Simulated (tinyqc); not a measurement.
Three-band tight binding of a dichalcogenide monolayer: one step. Closed forms at K and Gamma. Three cases, with inputs chosen for the exercise.

Problem. Three-band model of dz2 (level e1) and dxy, dx2-y2 (level e2), spin sz = +/-1; t1 and t2 drop out at these points. At K: e2 - (3/2)(t11 + t22) - 3 sqrt3 t12 + lam sz (valence), e1 - 3 t0 (conduction), e2 - (3/2)(t11 + t22) + 3 sqrt3 t12 - lam sz. At Gamma: e1 + 6 t0 (valence) and e2 + 3 (t11 + t22) -/+ lam.

Give: a table of point, band 1, band 2, band 3; smallest direct gap at K; Ev(K) - Ev(Gamma).

Case 1.

Values chosen (near a published set for monolayer MoTe2; the results hold for these values, not for the real material): e1 = 0.609 eV (level of dz2); e2 = 1.954 eV (level of dxy and dx2-y2); t0 = -0.173 eV (hopping); t11 = 0.205 eV (hopping); t12 = 0.244 eV (hopping); t22 = 0.257 eV (hopping); lam = 0.105 eV (spin-orbit constant).

Solution.

Levels (eV):
```
point          band 1  band 2  band 3
K, spin up     0.0981  1.1280  2.4239
K, spin down  -0.1119  1.1280  2.6339
Gamma         -0.4290  3.2350  3.4450
```

smallest direct gap at K = 1.0299 eV
Ev(K) - Ev(Gamma) = 0.5271 eV

Of the two points, the valence band is higher at K, by 527 meV. The dz2 conduction state at K has no atomic orbital angular momentum (Lz = 0) and is not split at this order.

Case 2.

Values chosen (near a published set for monolayer WS2; the results hold for these values, not for the real material): e1 = 1.118 eV (level of dz2); e2 = 2.258 eV (level of dxy and dx2-y2); t0 = -0.204 eV (hopping); t11 = 0.286 eV (hopping); t12 = 0.39 eV (hopping); t22 = -0.061 eV (hopping); lam = 0.214 eV (spin-orbit constant).

Solution.

Levels (eV):
```
point          band 1  band 2  band 3
K, spin up     0.1080  1.7300  3.7330
K, spin down  -0.3200  1.7300  4.1610
Gamma         -0.1060  2.7190  3.1470
```

smallest direct gap at K = 1.6220 eV
Ev(K) - Ev(Gamma) = 0.2140 eV

Of the two points, the valence band is higher at K, by 214 meV. The dz2 conduction state at K has no atomic orbital angular momentum (Lz = 0) and is not split at this order.

Case 3.

Values chosen (near a published set for monolayer WS2; the results hold for these values, not for the real material): e1 = 1.131 eV (level of dz2); e2 = 2.261 eV (level of dxy and dx2-y2); t0 = -0.206 eV (hopping); t11 = 0.28 eV (hopping); t12 = 0.385 eV (hopping); t22 = -0.062 eV (hopping); lam = 0.208 eV (spin-orbit constant).

Solution.

Levels (eV):
```
point          band 1  band 2  band 3
K, spin up     0.1415  1.7490  3.7265
K, spin down  -0.2745  1.7490  4.1425
Gamma         -0.1050  2.7070  3.1230
```

smallest direct gap at K = 1.6075 eV
Ev(K) - Ev(Gamma) = 0.2465 eV

Of the two points, the valence band is higher at K, by 246 meV. The dz2 conduction state at K has no atomic orbital angular momentum (Lz = 0) and is not split at this order.

Computed by tinyqc, one run a case: `OMP_NUM_THREADS=1 python tinyqc.py N N+1 out.jsonl` with N = 1480052, 1480456, 1480938; one thread of a shared Intel(R) Xeon(R) Processor @ 2.30GHz, about 0.02 s a run at most.
